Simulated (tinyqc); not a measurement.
# Film and buried-oxide thickness from two coupling ratios

Question. In a depleted film -dVT/dVb is k1 = Cs Cbox/(Cox (Cs + Cbox)) for a front channel and k2 = Cbox (Cox + Cs)/(Cox Cs) for a back channel, with Cox = eps0 eox/tox, Cs = eps0 eps_r/ts, Cbox = 3.9 eps0/tb. Find ts and tb.

Values chosen for this exercise; band and dielectric values close to those of germanium:

| symbol | value | unit | meaning |
|---|---|---|---|
| eps_r | 16.1 |  | relative permittivity |
| eox | 3.9 |  | relative permittivity of the gate insulator (close to silicon dioxide) |
| tox | 2.3 | nm | insulator thickness |

coupling ratios for a front and a back channel: [0.10314763, 0.53738354]

Solution. With y = Cox/Cs and z = Cox/Cbox, 1/k1 = y + z and k2 = (1 + y)/z, so y = (k2/k1 - 1)/(1 + k2); the thicknesses follow from y and z.

ts = 26.00 nm
tb = 16.00 nm

Computed by the program tinyqc: `OMP_NUM_THREADS=1 python tinyqc.py 2190044 2190045 out.jsonl`, one thread of a shared Intel Xeon 2.30GHz, about 0.3 s for the whole run.
